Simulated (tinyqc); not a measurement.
## Dead time and true rate from two light levels

Inverse problem. A non-paralysable detector measures m = n/(1 + n td); dark counts are negligible. Find td and the true rate at the lower flux.

measured rates at a photon flux and at four times that flux (1/s): [2.6470588e7, 5.9016393e7]

Solution. 1/m = 1/n + td, so the difference of the inverse rates is 3/(4 n).

td = 10.0 ns
n = 3.60e7 1/s

Computed by the program tinyqc: `OMP_NUM_THREADS=1 python tinyqc.py 2630056 2630057 out.jsonl`, one thread of a shared Intel Xeon 2.30GHz, about 0.01 s for the whole run.
